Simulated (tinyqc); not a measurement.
# Rigid-ion and shell models of the dielectric response of an ionic crystal, step by step

A worked calculation. Computed by tinyqc, a small Python program that keeps every step. Command: `OMP_NUM_THREADS=1 python tinyqc.py 3000781 3000782 out.jsonl shell walk`. One thread of a shared host (Intel(R) Xeon(R) Processor @ 2.30GHz), about 0.01 s of CPU time with the checks. Intermediate numbers are printed to about 7 digits and carried at full precision; extremes and crossings named in words are read from the listed rows.

Charges +Z and -Z; 6 nearest neighbours, Madelung constant M = 1.747565, volume per ion pair Omega = 2.000000 d^3. Energy per pair U = -M Z^2 e2/d + 6 A exp(-d/rho), e2 = e^2/(4 pi eps_0). In the shell model the anion is a core of charge Y - Z and a massless shell of charge -Y, joined by the spring k; the repulsion acts on the shell. Each ion feels the Lorentz field E + (4 pi/3) P (Gaussian units).

Inputs (values chosen for the exercise, for a model crystal):

| quantity | value | unit |
|---|---|---|
| nearest-neighbour distance d | 3.11 | angstrom |
| ionic charge Z | 1.75 | e |
| hardness d/rho | 6.6 | - |
| cation mass | 139 | u |
| anion mass | 32.06 | u |
| shell charge size Y | 2.04 | e |
| core-shell spring k | 15.3 | eV/angstrom^2 |
| cation polarisability alpha_+ | 1.2 | angstrom^3 |
| film thickness t | 14 | nm |

Structure: rock salt.

Constants: e^2/(4 pi eps_0) = 14.39964548 eV angstrom; 1 eV/angstrom^3 = 160.2176634 GPa; nu for 1 eV/(angstrom^2 u) = 15.6333042 THz; 1 THz = 33.35640952 1/cm; eps_0 = 8.8541878128e-12 F/m; h x 1 THz = 4.135667696 meV.

## Equilibrium, bulk modulus and repulsive spring

Zero pressure fixes 6 A exp(-d/rho) = M Z^2 e2 rho/d^2. Then U = -(M Z^2 e2/d)(1 - rho/d), B = M Z^2 e2 (d/rho - 2)/(9 Omega d), and the spring of one sublattice against the other is R = (1/3) x (Laplacian of the repulsion summed over neighbours) = M Z^2 e2 (d/rho - 2)/(3 d^3), so R = 3 B Omega/d^2.

volume Omega = 60.16046 angstrom^3

lattice energy U = -21.02543 eV/pair

bulk modulus B = 33.72993 GPa

repulsive spring R = 3.928409 eV/angstrom^2

## Rigid ions

With C = 4 pi Z^2 e2/(3 Omega): mu lambda_TO = R - C, mu lambda_LO = R + 2 C; eps_inf = 1 and eps_s = lambda_LO/lambda_TO. lambda in eV/(angstrom^2 u) gives the wavenumber 15.6333042 x 33.35640952 x sqrt(lambda); mu is the reduced mass.

Coulomb spring C = 3.070473 eV/angstrom^2

omega_TO, rigid ions = 94.63295 1/cm

omega_LO, rigid ions = 324.2022 1/cm

eps_s, rigid ions = 11.73673

## Shell model: electronic response

Eliminating the shell gives the anion polarisability alpha_- = Y^2 e2/(k + R), the Szigeti charge Z_S = Z - Y R/(k + R) and the softened spring R' = k R/(k + R). With b = 4 pi (alpha_+ + alpha_-)/(3 Omega): eps_inf = (1 + 2b)/(1 - b) (Clausius-Mossotti); Born charge Z* = Z_S (eps_inf + 2)/3.

anion polarisability alpha_- = 3.116512 angstrom^3

Szigeti charge Z_S = 1.333223 e

softened spring R' = 3.125826 eV/angstrom^2

b = 0.3005456

eps_inf = 2.289057

Born charge Z* = 1.906090 e

Overlap pushes the shell back and lowers the effective charge to 76 % of Z; the local field then raises the Born charge to 109 % of Z.

## Shell model: lattice response

mu lambda_TO = R' - (4 pi e2/(3 Omega)) Z_S^2/(1 - b); mu lambda_LO = mu lambda_TO + 4 pi e2 Z*^2/(eps_inf Omega); eps_s = eps_inf lambda_LO/lambda_TO.

mu lambda_TO = 0.5779652 eV/angstrom^2

omega_TO = 77.67227 1/cm

omega_LO = 236.3584 1/cm

eps_s = 21.19663

share of R' left after the dipole term = 0.1849000

The dipole field cancels 82 % of the short-range spring: a soft TO mode and a high static constant go together.

## As a gate dielectric

Capacitance per area eps_0 eps_s/t; equivalent oxide thickness EOT = t x 3.9/eps_s; the surface optical mode against silicon (eps = 11.7) lies at omega_TO sqrt[(eps_s + 11.7)/(eps_inf + 11.7)], and its squared coupling to channel electrons scales as g = hbar omega_SO [1/(11.7 + eps_inf) - 1/(11.7 + eps_s)], with hbar omega = h c x wavenumber.

capacitance per area = 13.40564 fF/micrometre^2

equivalent oxide thickness = 2.575881 nm

surface optical mode = 119.1098 1/cm

remote-phonon coupling g = 0.6067499 meV

## From rigid to soft shells

The formulas are those given above.

Response against the core-shell spring:

| k (eV/angstrom^2) | eps_inf | Z_S | Z* | omega_TO (1/cm) | omega_LO (1/cm) | eps_s |
|---|---|---|---|---|---|---|
| 12 | 2.583663 | 1.246877 | 1.905088 | 77.67158 | 223.9119 | 21.47168 |
| 15 | 2.310251 | 1.326618 | 1.906018 | 77.67222 | 235.3814 | 21.21642 |
| 20 | 2.042712 | 1.415086 | 1.906929 | 77.67285 | 248.8457 | 20.96664 |
| 28 | 1.817927 | 1.499002 | 1.907694 | 77.67338 | 262.4605 | 20.75679 |
| 40 | 1.652012 | 1.567568 | 1.908259 | 77.67376 | 274.2972 | 20.60190 |
| 61 | 1.520360 | 1.626572 | 1.908707 | 77.67407 | 285.0737 | 20.47900 |
| 120 | 1.398357 | 1.685334 | 1.909122 | 77.67436 | 296.4231 | 20.36511 |
| 460 | 1.305953 | 1.732726 | 1.909437 | 77.67457 | 306.0813 | 20.27885 |

From the stiffest to the softest shell eps_inf rises from 1.31 to 2.58 and Z_S falls from 1.73 to 1.25; omega_LO moves by -27 % and omega_TO by 0.0 %. Screening by eps_inf cuts the LO frequency, which rigid ions overstate (rigid ions: 324 per cm); eps_s goes from 20.28 to 21.47.

Checks made by the program: TO spring by direct elimination of the shell from the 2 x 2 energy matrix (relative difference below 1e-10); Szigeti's relation mu lambda_TO (eps_s + 2)/(eps_inf + 2) = R' (relative difference below 1e-10).
